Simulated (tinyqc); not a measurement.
Comparisons within one model: carbon nanotube by zone folding. A value that a table varies takes the place of the one given here.

Circumference C = n a1 + m a2, a = sqrt3 acc; d = a sqrt(n^2 + nm + m^2)/pi; tan(theta) = sqrt3 m/(2n + m); dR = gcd(2n + m, 2m + n); T = t1 a1 + t2 a2 with t1 = (2m + n)/dR, t2 = -(2n + m)/dR, |T| = sqrt3 pi d/dR; N = 2 (n^2 + nm + m^2)/dR hexagons a cell. On cutting line mu = 0 to N - 1 at x = k|T|/(2 pi) the phases are p1 = 2 pi (-t2 mu + m x)/N, p2 = 2 pi (t1 mu - n x)/N, and E = -/+ t |1 + exp(i p1) + exp(i p2)|.

Inputs chosen for the exercise (near those used for carbon; the results hold for these values, not for the real material): t = 2.92 eV (hopping); acc = 1.44 angstrom (bond length); tubes = ((13, 11), (7, 2), (16, 2), (6, 5), (9, 5), (16, 0), (14, 6)) (pairs (n, m)); n = 14 (chiral index); m = 0 (chiral index).

## Semiconducting tubes compared

E11 and E22 are twice the two lowest band edges; the cone gives E11 d = 2 t acc and E22/E11 = 2.

Tubes:

| (n,m) | d (angstrom) | theta (deg) | (n - m) mod 3 | E11 (eV) | E22 (eV) | E11 d/(2 t acc) | E22/E11 |
|---|---|---|---|---|---|---|---|
| (13,11) | 16.52 | 27.2 | 2 | 0.5095 | 1.0088 | 1.001 | 1.980 |
| (7,2) | 6.50 | 12.2 | 2 | 1.3258 | 2.3924 | 1.025 | 1.804 |
| (16,2) | 13.57 | 5.8 | 2 | 0.6299 | 1.1944 | 1.016 | 1.896 |
| (6,5) | 7.57 | 27.0 | 1 | 1.0984 | 2.1885 | 0.989 | 1.992 |
| (9,5) | 9.76 | 20.6 | 1 | 0.8495 | 1.7406 | 0.985 | 2.049 |
| (16,0) | 12.70 | 0.0 | 1 | 0.6491 | 1.3703 | 0.980 | 2.111 |
| (14,6) | 14.11 | 17.0 | 2 | 0.6015 | 1.1606 | 1.009 | 1.930 |

How do the results move?

E11 follows 1/d first. For mod 1 the scaled E11 lies below one (0.980 to 0.989) and E22/E11 on both sides of two (1.992 to 2.111). For mod 2 the scaled E11 lies above one (1.001 to 1.025) and E22/E11 below two (1.804 to 1.980). The largest departure of the scaled E11 is that of (7,2); warping acts as cos(3 theta)/d, most for thin tubes near zigzag. Below about 8 angstrom curvature, left out of zone folding, changes the gaps further.

## Neighbouring tubes

Diameter, chiral angle and twice the lowest band edge. Each row changes one parameter from the base and keeps the others.

Results:

| case | d (angstrom) | theta (deg) | gap (eV) |
|---|---|---|---|
| base | 11.115 | 0.00 | 0.7722 |
| n = 15 | 11.909 | 0.00 | 0.0000 |
| m = 1 | 11.532 | 3.42 | 0.7136 |
| t = 3.066 eV | 11.115 | 0.00 | 0.8108 |
| acc = 1.46 angstrom | 11.269 | 0.00 | 0.7722 |

How do the results move?

The largest shifts from the base row, up to three for each result and ties (the steps differ in size, so this ranks the rows, not the parameters). d (angstrom): n +0.794, m +0.417, acc +0.154; unchanged at the printed digits by t. theta (deg): m +3.42; unchanged at the printed digits by n, t and acc. gap (eV): n -0.7722, m -0.0586, t +0.0386; unchanged at the printed digits by acc. In zone folding the gap does not depend on acc at fixed (n, m); a step in n or m changes (n - m) mod 3 and closes the gap where that becomes zero.

tinyqc: `OMP_NUM_THREADS=1 python tinyqc.py 1480540 1480541 out.jsonl`; about 0.06 s, one thread, shared Intel(R) Xeon(R) Processor @ 2.30GHz.
